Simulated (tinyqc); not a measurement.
From results back to parameters: thin (001) film in sp3s* tight binding with raised dangling bonds. Two cases, with inputs chosen for the exercise.

Problem. The gap of a passivated film (lowest level above mid-gap less highest below, mid-gap being half the lower bulk edge) belongs to a hidden number of planes between 6 and 45.

Planes alternate anion (a), cation (c) along [001], a/4 apart, starting with an anion; zero in-plane momentum; levels counted from the bulk Ev, the lower root of [[Epa, Vxx], [Vxx, Epc]]; no spin-orbit coupling. Block of s, pz, s*: from an anion to the cation above, Vss/2 (s,s), Vsapc/2 (s,z), -Vscpa/2 (z,s), Vxx/2 (z,z), Vxapc/2 (s*,z), -Vpaxc/2 (z,s*); to the cation below the same with the s-z and s*-z signs reversed. Block of u = (px + py)/sqrt2 and v = (px - py)/sqrt2: to the cation above (Vxx + Vxy)/2 for u and (Vxx - Vxy)/2 for v, to the cation below the reverse. Each surface atom has two dangling sp3 hybrids; raising both by dl adds (dl/2) [[1, t], [t, 1]] to its s, pz levels (t = -1 at the bottom face, +1 at the top) and dl to the one of u, v in whose plane the missing bonds lie (v for a bottom anion or a top cation, u for a top anion).

Case 1.

Values chosen (out of a larger set: near a published set for AlAs, fitted to gaps, whose masses and valley positions are rough; not measured data):
- p = (-7.464, 0.976, -1.149, 3.624, 7.4, 6.647, -6.676, 1.875, 4.253, 5.163, 5.515, 4.571, 4.937) eV (order Esa, Epa, Esc, Epc, Exa, Exc, Vss, Vxx, Vxy, Vsapc, Vscpa, Vxapc, Vpaxc)
- dp = 30 eV (value of dl for the passivated films)
- a = 5.656 angstrom (lattice constant)

edges (eV): Gamma 3.0739, Delta 2.2474

gap of the film = 2.3529 eV

Case 2.

Values chosen (out of a larger set: near a published set for InAs, fitted to gaps, whose masses and valley positions are rough; not measured data):
- p = (-9.555, 0.91, -2.723, 3.72, 7.397, 6.756, -5.59, 1.843, 4.48, 3.026, 5.447, 3.363, 3.908) eV (order Esa, Epa, Esc, Epc, Exa, Exc, Vss, Vxx, Vxy, Vsapc, Vscpa, Vxapc, Vpaxc)
- dp = 30 eV (value of dl for the passivated films)
- a = 6.053 angstrom (lattice constant)

edges (eV): Gamma 0.4146, Delta 2.2848

gap of the film = 0.5991 eV

Find: N; thickness N a/4.

Solution.

Case 1.

N = 17
thickness N a/4 = 24.04 angstrom

Computing the films in turn gives 2.3555, 2.3529 and 2.3358 eV for N = 16, 17 and 18; no other N in the range comes within 1 meV.

Case 2.

N = 24
thickness N a/4 = 36.32 angstrom

Computing the films in turn gives 0.5892, 0.5991 and 0.5710 eV for N = 23, 24 and 25; no other N in the range comes within 1 meV.

Computed by tinyqc, one run a case: `OMP_NUM_THREADS=1 python tinyqc.py N N+1 out.jsonl` with N = 1451265, 1451272; one thread of a shared Intel(R) Xeon(R) Processor @ 2.30GHz, about 0.4 s a run at most.
